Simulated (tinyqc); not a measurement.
Worked calculation: CCSD on RHF in the sto-3g basis, for H6, spin multiplicity 1. One step of it, computed by the program tinyqc.

Task: CCSD: starting amplitudes. t_ij^ab = <ij||ab> / (e_i + e_j - e_a - e_b), whose energy is MP2.

orbital energies (hartree): MO1 -0.646841, MO2 -0.560440, MO3 -0.448424, MO4 0.386151, MO5 0.657897, MO6 0.982244

Two-electron integrals over orbitals (pq|rs), unique and non-zero (hartree):
```
(11|11) 0.405387    (21|11) -0.000051   (21|21) 0.128740    (22|11) 0.320355
(22|21) 0.000456    (22|22) 0.387361    (31|11) 0.080743    (31|21) -0.000220
(31|22) -0.061235   (31|31) 0.133663    (32|11) -0.000334   (32|21) -0.127425
(32|22) -0.000251   (32|31) -0.000370   (32|32) 0.144133    (33|11) 0.383407
(33|21) -0.000545   (33|22) 0.337666    (33|31) 0.047619    (33|32) 0.000382
(33|33) 0.383805    (41|11) 0.000023    (41|21) 0.032882    (41|22) -0.000101
(41|31) 0.000119    (41|32) 0.002576    (41|33) 0.000043    (41|41) 0.080125
(42|11) 0.050702    (42|21) -0.000262   (42|22) -0.005057   (42|31) 0.046549
(42|32) -5.86e-07   (42|33) 0.015303    (42|41) -0.000173   (42|42) 0.067094
(43|11) 0.000266    (43|21) 0.056359    (43|22) 0.000100    (43|31) 0.000250
(43|32) -0.054987   (43|33) -0.000103   (43|41) 0.016034    (43|42) 0.000148
(43|43) 0.071994    (44|11) 0.379953    (44|21) -0.000446   (44|22) 0.335931
(44|31) 0.042955    (44|32) 0.000281    (44|33) 0.371384    (44|41) 0.000006
(44|42) 0.022913    (44|43) -0.000060   (44|44) 0.384731    (51|11) 0.008721
(51|21) 0.000080    (51|22) 0.024521    (51|31) -0.020381   (51|32) 0.000090
(51|33) -0.008317   (51|41) 0.000110    (51|42) 0.040221    (51|43) 0.000129
(51|44) 0.000364    (51|51) 0.047306    (52|11) 0.000149    (52|21) 0.018606
(52|22) -0.000079   (52|31) 0.000198    (52|32) 0.005312    (52|33) 0.000100
(52|41) 0.055264    (52|42) 0.000060    (52|43) -0.039034   (52|44) 0.000085
(52|51) 0.000178    (52|52) 0.088951    (53|11) -0.059388   (53|21) 0.000251
(53|22) -0.001244   (53|31) -0.050770   (53|32) 0.000033    (53|33) -0.029118
(53|41) 0.000164    (53|42) -0.064293   (53|43) -0.000193   (53|44) -0.024465
(53|51) -0.035870   (53|52) -0.000028   (53|53) 0.068693    (54|11) 0.000264
(54|21) 0.126871    (54|22) 0.000251    (54|31) 0.000286    (54|32) -0.137820
(54|33) -0.000421   (54|41) 0.005216    (54|42) -0.000024   (54|43) 0.056419
(54|44) -0.000337   (54|51) -0.000052   (54|52) -0.003469   (54|53) 1.93e-06
(54|54) 0.147714    (55|11) 0.332992    (55|21) 0.000372    (55|22) 0.389483
(55|31) -0.051465   (55|32) -0.000182   (55|33) 0.347316    (55|41) -0.000070
(55|42) -0.000567   (55|43) 0.000093    (55|44) 0.355651    (55|51) 0.025075
(55|52) -0.000060   (55|53) -0.003494   (55|54) 0.000206    (55|55) 0.412509
(61|11) 0.000046    (61|21) -0.001945   (61|22) 0.000069    (61|31) -2.92e-06
(61|32) -0.011836   (61|33) -0.000033   (61|41) -0.028738   (61|42) 0.000121
(61|43) -0.052397   (61|44) -0.000015   (61|51) -0.000005   (61|52) 0.031829
(61|53) -0.000084   (61|54) 0.009108    (61|55) 0.000053    (61|61) 0.066288
(62|11) 0.015210    (62|21) 0.000098    (62|22) 0.030113    (62|31) -0.017871
(62|32) 0.000064    (62|33) 0.002777    (62|41) 0.000139    (62|42) 0.037525
(62|43) 0.000158    (62|44) 0.000819    (62|51) 0.043930    (62|52) 0.000182
(62|53) -0.039339   (62|54) -0.000051   (62|55) 0.029272    (62|61) -0.000034
(62|62) 0.045896    (63|11) -0.000015   (63|21) -0.037357   (63|22) 0.000086
(63|31) -0.000115   (63|32) 0.006003    (63|33) -2.18e-06   (63|41) -0.077609
(63|42) 0.000195    (63|43) -0.018744   (63|44) -0.000010   (63|51) -0.000089
(63|52) -0.055408   (63|53) -0.000200   (63|54) -0.005325   (63|55) 0.000084
(63|61) 0.028895    (63|62) -0.000121   (63|63) 0.083046    (64|11) -0.082208
(64|21) 0.000227    (64|22) 0.053645    (64|31) -0.127541   (64|32) 0.000341
(64|33) -0.048687   (64|41) -0.000101   (64|42) -0.048493   (64|43) -0.000247
(64|44) -0.047921   (64|51) 0.017233    (64|52) -0.000191   (64|53) 0.051328
(64|54) -0.000286   (64|55) 0.054776    (64|61) -8.22e-07   (64|62) 0.016753
(64|63) 0.000108    (64|64) 0.136741    (65|11) -0.000015   (65|21) 0.130893
(65|22) 0.000407    (65|31) -0.000134   (65|32) -0.130584   (65|33) -0.000545
(65|41) 0.034554    (65|42) -0.000245   (65|43) 0.059601    (65|44) -0.000460
(65|51) 0.000068    (65|52) 0.019611    (65|53) 0.000235    (65|54) 0.136537
(65|55) 0.000357    (65|61) -0.003324   (65|62) 0.000091    (65|63) -0.041541
(65|64) 0.000161    (65|65) 0.145919    (66|11) 0.431147    (66|21) -0.000114
(66|22) 0.339921    (66|31) 0.087680    (66|32) -0.000302   (66|33) 0.409498
(66|41) 0.000015    (66|42) 0.056836    (66|43) 0.000273    (66|44) 0.414423
(66|51) 0.010464    (66|52) 0.000160    (66|53) -0.067049   (66|54) 0.000241
(66|55) 0.363185    (66|61) 0.000049    (66|62) 0.017744    (66|63) -2.43e-06
(66|64) -0.095635   (66|65) -0.000083   (66|66) 0.482864
```

Give: Starting amplitudes; correlation energy.

Result:

Starting amplitudes (spin orbitals 1a, 1b, ...; amplitudes related by a flip of all spins are not repeated; the 24 largest):
```
from      to        t
3a 3b  4a 4b  -0.0431
1a 1b  4a 4b  -0.0388
2a 2b  5a 5b  -0.0365
2a 2b  4a 4b  -0.0354
1a 3b  4a 6b   0.0315
2a 3b  4a 5b   0.0313
3a 3b  5a 5b  -0.0310
3a 3b  6a 6b  -0.0290
1a 2b  4a 5b  -0.0245
1a 3b  4b 6a  -0.0213
2a 3b  5a 6b   0.0209
1a 1b  6a 6b  -0.0203
2a 3b  4b 5a  -0.0190
1a 1b  5a 5b  -0.0181
1a 2b  4b 5a   0.0179
1a 2b  5a 6b  -0.0154
2a 2b  4a 6b  -0.0151
1a 3b  5a 5b   0.0149
2a 2b  6a 6b  -0.0149
2a 3b  5b 6a  -0.0149
2a 3a  4a 5a   0.0123
1a 2b  5b 6a   0.0112
1a 1b  4a 6b   0.0108
1a 3a  4a 6a   0.0102
```

correlation energy = -0.047190 hartree
